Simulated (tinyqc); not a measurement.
Inside a calculation: k.p values derived from sp3s* tight binding at Gamma. Values are carried at full precision from step to step, so a last printed digit may differ when a step is redone from the rounded ones.

At Gamma the states are two-level mixtures: s-like S+ (upper) and S- (lower) from [[Esa, Vss], [Vss, Esc]], p-like P- (valence) and P+ from [[Epa, Vxx], [Vxx, Epc]], and the bare s* levels. With real k in 1/angstrom and kz = 0, the phase sums over the four bonds are g0 = 1 - (a k/4)^2/2, g1 = i a kx/4, g3 = -(a/4)^2 kx ky to second order. Each mixture is written (anion, cation) with the anion part positive. c = hbar^2/2m0. No spin-orbit coupling.

Constants: hbar^2/2m0 = 3.80998211 eV angstrom^2.

Values chosen for the exercise (near a published set for InAs, fitted to gaps, whose masses and valley positions are rough; shifted at random, so the results belong to these values and not to a real crystal):
```
symbol  value   unit      meaning
Esa     -9.542  eV        s level of the anion
Esc     -2.712  eV        s level of the cation
Epa     0.911   eV        p level of the anion
Epc     3.715   eV        p level of the cation
Vss     -5.586  eV        s-s
Vxx     1.841   eV        px-px
a       6.056   angstrom  lattice constant
Vsapc   3.023   eV        s anion, p cation
Vscpa   5.446   eV        s cation, p anion
Vxapc   3.381   eV        s* anion, p cation
Vpaxc   3.923   eV        p anion, s* cation
Exa     7.434   eV        s* level of the anion
Exc     6.72    eV        s* level of the cation
Vxy     4.448   eV        px-py
```

## States at Gamma

Solve the two blocks.

States:
```
state      E (eV)  anion part  cation part
S-     -12.674184   0.8722380    0.4890817
P-      -0.001062   0.8960639   -0.4439252
S+       0.420184   0.4890817   -0.8722380
P+       4.627062   0.4439252    0.8960639
```

## Linear terms and the Kane energy

<s state|dH/dkx|x state> = i P with P = (a/4)(sa pc Vsapc + sc pa Vscpa), sa, sc and pa, pc being the parts of the two states; for s* on the anion P = (a/4) pc Vxapc, on the cation (a/4) pa Vpaxc. Ep = P^2/c for S+ to P-.

Couplings:
```
pair       P (eV angstrom)  E(first) - E(second) (eV)
S+ to P-         -7.438025                   0.421247
S+ to P+         -1.186843                  -4.206878
S- to P-          1.841281                 -12.673122
s*a to P-        -2.272379                   7.435062
s*c to P-         5.322101                   6.721062
```

Ep = 14.521 eV

The two terms of S+ to P- have the same sign and add: S+ and P- both change sign from anion to cation. An on-site momentum element between s and p, which real atoms have, is absent from this model.

## Electron mass

m0/m = [<S+|d2H/dkx^2|S+>/2 + sum P^2/(E(S+) - E(P))]/c over P- and P+, with the direct term -(a/4)^2 sa sc Vss.

parts of m0/m: direct -1.434, from P- 34.471, from P+ -0.088

mass = 0.0303 m0

The valence band supplies 105 % of m0/m; the direct term, which stands in for the free-electron 1, is -1.43. Sets of this kind were fitted to gaps and often give too heavy a mass, by up to a factor of two.

## Valence parameters L, M, N and the Luttinger values

Direct terms d0 = -(a/4)^2 pa pc Vxx, dN = -2 (a/4)^2 pa pc Vxy for P-. F = sum P^2/(E(P-) - E(s)) over S+, S-, s*a, s*c. The y state of P- couples to the z state of P+ through Q = (a/4) Vxy (pa p'c - pc p'a), primes for P+, and H1 = Q^2/(E(P-) - E(P+)). L = d0 + F, M = d0 + H1, N = dN + F + H1; g1 = -(L + 2M)/(3c), g2 = -(L - M)/(6c), g3 = -N/(6c).

d0, dN, F, Q, H1 (eV angstrom^2; Q in eV angstrom): 1.6786  8.1114  -135.9758  6.7343  -9.7989

L, M, N (eV angstrom^2): -134.297  -8.120  -137.663

g1, g2, g3: 13.170  5.520  6.022

Along [100] the masses without spin-orbit coupling are c/|L| = 0.028 (one band) and c/|M| = 0.469 (two bands).

## Checks

- Electron mass against a finite difference of the full bands: 0.03035 against 0.03036.
- L and M against finite differences along [100]: largest relative difference 3.0e-04.
- Lowest curvature along [111], (L + 2M + 2N)/3, against a finite difference: -141.95 against -141.91.

(tinyqc, `OMP_NUM_THREADS=1 python tinyqc.py 1450915 1450916 out.jsonl`, Intel(R) Xeon(R) Processor @ 2.30GHz, 1 thread, shared host, about 0.01 s.)
